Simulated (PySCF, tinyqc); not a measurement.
MP2 on RHF in the sto-6g basis, for H3-, spin multiplicity 1, step by step. The basis has no diffuse functions, so it cannot describe the extra electron: this is an exercise in the method, not the real anion. The lowest restricted solution is unstable here: a spin-polarised one lies 0.1480 hartree lower (PySCF). Computed by tinyqc, a small Python program that keeps every step (integrals from PySCF). Settings: charge = -1, multiplicity = 1, basis = sto-6g, method = RHF, energy threshold = 1e-10, iteration cap = 86, orthogonalisation = canonical, start = Wolfsberg-Helmholz matrix, DIIS depth = 6. Command: `OMP_NUM_THREADS=1 python tinyqc.py 25463 25464 out.jsonl` (the two numbers bound the seeds that draw the settings). One thread of a shared host (Intel(R) Xeon(R) Processor @ 2.60GHz), about 0.1 s of CPU time with the checks. The early iterations of the SCF are left out here.

## One-electron integrals

Geometry (angstrom):
```
atom       x       y       z
H     0.0000  0.0000  0.0000
H     0.0000  0.0000  1.1160
H     0.0000  0.9660  0.5580
```

Basis sto-6g: exponents (1/bohr^2) and contraction coefficients of normalised primitives:
```
element  l (shell)  exponent  coefficient
H            s (1)   35.5232       0.0092
H            s (1)    6.5131       0.0494
H            s (1)    1.8221       0.1685
H            s (1)    0.6260       0.3706
H            s (1)    0.2431       0.4165
H            s (1)    0.1001       0.1303
```

Overlap, kinetic and nuclear-attraction integrals over the contracted functions; the nuclear repulsion is the sum of Za Zb / Rab.

nuclear repulsion = 1.422876 hartree

overlap S, lower triangle:
```
        1H 1s   2H 1s   3H 1s
1H 1s  1.0000
2H 1s  0.4313  1.0000
3H 1s  0.4315  0.4315  1.0000
```

kinetic energy T (hartree), lower triangle:
```
        1H 1s   2H 1s   3H 1s
1H 1s  0.7685
2H 1s  0.0751  0.7685
3H 1s  0.0752  0.0752  0.7685
```

nuclear attraction V (hartree), lower triangle:
```
         1H 1s    2H 1s    3H 1s
1H 1s  -2.1697
2H 1s  -0.8735  -2.1697
3H 1s  -0.8741  -0.8741  -2.1699
```

core Hamiltonian H = T + V (hartree), lower triangle:
```
         1H 1s    2H 1s    3H 1s
1H 1s  -1.4012
2H 1s  -0.7984  -1.4012
3H 1s  -0.7988  -0.7988  -1.4014
```

## Two-electron integrals

Functions are numbered as in S; the eight-fold symmetry (ij|kl) = (ji|kl) = (kl|ij) leaves the list below.

Two-electron integrals (ij|kl) in chemists' order, unique and non-zero (hartree):
```
(11|11) 0.7750   (21|11) 0.2593   (21|21) 0.1156   (22|11) 0.4419
(22|21) 0.2593   (22|22) 0.7750   (31|11) 0.2595   (31|21) 0.1027
(31|22) 0.2015   (31|31) 0.1158   (32|11) 0.2015   (32|21) 0.1027
(32|22) 0.2595   (32|31) 0.1027   (32|32) 0.1158   (33|11) 0.4421
(33|21) 0.2014   (33|22) 0.4421   (33|31) 0.2595   (33|32) 0.2595
(33|33) 0.7750
```

## Orthogonalisation

S = U s U^T; canonical form X = U s^(-1/2), so that X^T S X = 1. Each column of U has its largest component positive (the first on a tie).

eigenvalues of S: 0.5684  0.5687  1.8628

X:
```
             1        2       3
1H 1s  -0.5415   0.9376  0.4230
2H 1s  -0.5415  -0.9376  0.4230
3H 1s   1.0829   0.0000  0.4231
```

## Iteration 9 (converged): orbitals

converged F (hartree), lower triangle:
```
         1H 1s    2H 1s   3H 1s
1H 1s   0.2105
2H 1s  -0.0725   0.2105
3H 1s  -0.2356  -0.2356  0.1282
```

Diagonalise F' = X^T F X, C = X C', fill 2 alpha and 2 beta electrons from the bottom; D = 2 C_occ C_occ^T. Each column has its largest component positive (the first on a tie).

F' = X^T F X (hartree), lower triangle:
```
         1       2        3
1   0.7839
2   0.0000  0.4975
3  -0.1124  0.0000  -0.0963
```

orbital energies (hartree): MO1 -0.1104, MO2 0.4975, MO3 0.7980

coefficients C:
```
          MO1      MO2      MO3
1H 1s  0.3522   0.9376  -0.5900
2H 1s  0.3522  -0.9376  -0.5900
3H 1s  0.5548   0.0000   1.0217
```

D after iteration 9, lower triangle:
```
         1H 1s   2H 1s   3H 1s
1H 1s   2.0063
2H 1s  -1.5102  2.0063
3H 1s   0.3907  0.3907  0.6155
```

## Convergence

Stop when the energy changes by less than 1e-10 hartree and every element of the error matrix X^T (F D S - S D F) X is below 3e-06.

Course of the cycle:
```
iteration  E (hartree)     change  largest element of the error matrix
1            -0.825657          -                             2.00e-01
2            -0.850866  -2.52e-02                             1.87e-02
3            -0.851077  -2.11e-04                             1.24e-04
4            -0.851077  -7.38e-09                             5.51e-05
5            -0.851077  -1.07e-09                             3.54e-05
6            -0.851077  -3.45e-10                             2.61e-05
7            -0.851077  -1.53e-10                             2.06e-05
8            -0.851077  -2.56e-10                             2.57e-08
9            -0.851077     0.0000                             5.86e-11
```

PySCF RHF in the same basis = -0.851077 hartree

Converged in 9 iterations.

## Integrals over molecular orbitals

(pq|rs) = sum C_ip C_jq C_kr C_ls (ij|kl), one index at a time.

one-electron integrals over orbitals h = C^T H C (hartree), lower triangle:
```
         1        2        3
1  -1.6012
2   0.0000  -1.0598
3   0.0680   0.0000  -1.0681
```

Two-electron integrals over orbitals (pq|rs), unique and non-zero (hartree):
```
(11|11) 0.5688    (21|21) 0.1195    (22|11) 0.5207    (22|22) 0.6353
(31|11) 0.0381    (31|22) -0.1057   (31|31) 0.1620    (32|21) -0.1054
(32|32) 0.1049    (33|11) 0.5634    (33|22) 0.5032    (33|31) 0.0685
(33|33) 0.5927
```

## Second-order Moller-Plesset energy

Hartree-Fock energy = -0.851077 hartree

E2 = sum_ijab (ia|jb) [2 (ia|jb) - (ib|ja)] / (e_i + e_j - e_a - e_b) over occupied i, j and virtual a, b; the opposite-spin part is (ia|jb)^2 / denominator, the rest is same-spin, and SCS-MP2 scales them by 6/5 and 1/3.

Terms:
```
i  j  a  b  (ia|jb)  (ib|ja)  denominator     term
2  2  3  3   0.1049   0.1049      -0.6010  -0.0183
1  1  3  3   0.1620   0.1620      -1.8168  -0.0145
```

Pair energies (hartree; pair i-j sums ij and ji):
```
pair  opposite spin  same spin
1-1         -0.0145     0.0000
2-2         -0.0183     0.0000
```

MP2 correlation energy = -0.032769 hartree

SCS-MP2 correlation energy = -0.039323 hartree

MP2 total energy = -0.883846 hartree
